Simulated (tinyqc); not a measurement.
## Voltage drop against the pad pitch

A grid of 25 by 25 nodes with segments Rx (rows) and Ry (columns); every node draws I1 and the central node kh I1; pads with resistance Rp sit at the nodes whose row and column are multiples of the pitch, counting from 0. The drops u = Vdd - V follow from G u = i, with G the conductance matrix and i the load currents, solved directly.

Parameters, values chosen for the exercise: supply voltage Vdd = 0.8 V; resistance of a horizontal segment Rx = 0.13 ohm; resistance of a vertical segment Ry = 0.21 ohm; resistance from a pad node to the supply Rp = 0.034 ohm; factor on the load at the hot node kh = 1; load current of a node in the large grid I1 = 0.62 mA.

Result of one run:

| pitch (nodes) | pads | worst drop (mV) | mean drop (mV) | largest drop at a pad (mV) | largest pad current (mA) | worst drop over Vdd (%) |
|---|---|---|---|---|---|---|
| 24 | 4 | 30.016 | 26.250 | 3.2938 | 96.875 | 3.7519 |

What becomes of these results when the pad pitch is changed from 24 to 6 nodes, all else the same?

Result of the changed run:

| pitch (nodes) | pads | worst drop (mV) | mean drop (mV) | largest drop at a pad (mV) | largest pad current (mA) | worst drop over Vdd (%) |
|---|---|---|---|---|---|---|
| 6 | 25 | 2.0769 | 1.6555 | 0.71744 | 21.101 | 0.25961 |

The whole series:

| pitch (nodes) | pads | worst drop (mV) | mean drop (mV) | largest drop at a pad (mV) | largest pad current (mA) | worst drop over Vdd (%) |
|---|---|---|---|---|---|---|
| 1 | 625 | 0.021080 | 0.021080 | 0.021080 | 0.62000 | 0.0026350 |
| 2 | 169 | 0.18970 | 0.14080 | 0.084315 | 2.4798 | 0.023713 |
| 3 | 81 | 0.44920 | 0.36087 | 0.18931 | 5.5679 | 0.056150 |
| 4 | 49 | 0.87965 | 0.68713 | 0.33340 | 9.8058 | 0.10996 |
| 6 | 25 | 2.0769 | 1.6555 | 0.71744 | 21.101 | 0.25961 |
| 8 | 16 | 3.7787 | 3.0267 | 1.1651 | 34.267 | 0.47234 |
| 12 | 9 | 7.9350 | 6.8859 | 2.3858 | 70.170 | 0.99188 |
| 24 | 4 | 30.016 | 26.250 | 3.2938 | 96.875 | 3.7519 |

The worst drop goes from 0.0211 to 30.0 mV while the number of pads falls from 625 to 4; between the last two rows it goes as pitch^(1.92). The largest drop at a pad is 100 % of the worst drop in the first row and 11.0 % in the last; the rest falls along the wires.

tinyqc, about 0.2 s, one thread, Intel Xeon 2.30GHz (shared host): `OMP_NUM_THREADS=1 python tinyqc.py 2770179 2770180 out.jsonl`
